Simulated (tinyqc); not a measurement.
# Changing the fraction x of B

Model: cluster expansion of a binary alloy: correlations, fit, cross-validation and ground states. Computed by tinyqc, a small Python program. Command: `OMP_NUM_THREADS=1 python tinyqc.py 3017160 3017161 out.jsonl clex sweep`. One thread of a shared host (Intel(R) Xeon(R) Processor @ 2.30GHz), about 0.05 s of CPU time with the checks.

s = +1 for A and -1 for B. Energy per site E = J0 + J1 P(point) + sum over clusters of m V P, with P the mean product of spins; V > 0 on a pair favours unlike neighbours. Clusters per site m: pair 1 6, pair 2 3, pair 3 12, triplet 8; the triplet is the triangle of first neighbours. Formation energies are counted from the line between pure A and pure B, which removes J0 and J1.

Inputs (values chosen for the exercise, for a model alloy):
```
quantity,value,unit
first-pair interaction V1,-21.7,meV
second-pair interaction V2,-8.9,meV
third-pair interaction V3,-2.1,meV
triplet interaction Vt,3.9,meV
temperature T,1400,K
```

Lattice: fcc.

Constants: k_B = 8.617333262e-05 eV/K.

Method. Random alloy: P(pair) = p^2, P(triplet) = p^3, p = 1 - 2x, so H_mix = (p^2 - 1) sum m V(pairs) + (p^3 - p) m Vt; G_mix = H_mix + k_B T [x ln x + (1 - x) ln(1 - x)]. To first order in 1/T the Warren-Cowley parameter of shell 1 is alpha_1 = -(1 - p^2) V_eff/(k_B T), V_eff = V1 + (number of triplets on a first-neighbour bond) p Vt, that number being 4.

One run for each value:
```
fraction x of B,mixing enthalpy H_mix (meV/site),mixing free energy G_mix (meV/site),alpha_1
0.05,29.2638,5.31,0.01206
0.15,81.7326,30.74,0.04557
0.25,124.8750,57.03,0.08641
0.35,157.1934,79.08,0.12838
0.45,177.1902,94.17,0.16527
0.55,183.3678,100.35,0.19087
0.65,174.2286,96.12,0.19898
0.75,148.2750,80.43,0.18339
0.85,104.0094,53.01,0.13790
0.95,39.9342,15.98,0.05629
```

Over the rows, mixing enthalpy H_mix (meV/site) goes from 29.3 through a maximum among these rows, 183 at 0.550, to 39.9; mixing free energy G_mix (meV/site) goes from 5.31 through a maximum among these rows, 100 at 0.550, to 16.0; alpha_1 goes from 0.0121 through a maximum among these rows, 0.199 at 0.650, to 0.0563. Pairs alone give a parabola symmetric about x = 1/2; the triplet tilts it, and H_mix(0.25) - H_mix(0.75) = -23.4 meV.

Caution (all rows): G_mix lies above the hull of the ordered structures at this x, so the random alloy is not the equilibrium state at T. Caution (rows 0.450, 0.550, 0.650, 0.750): so large an alpha_1 is beyond the first-order expansion.

Extremes, crossings and ranges named in words are read from the listed rows.
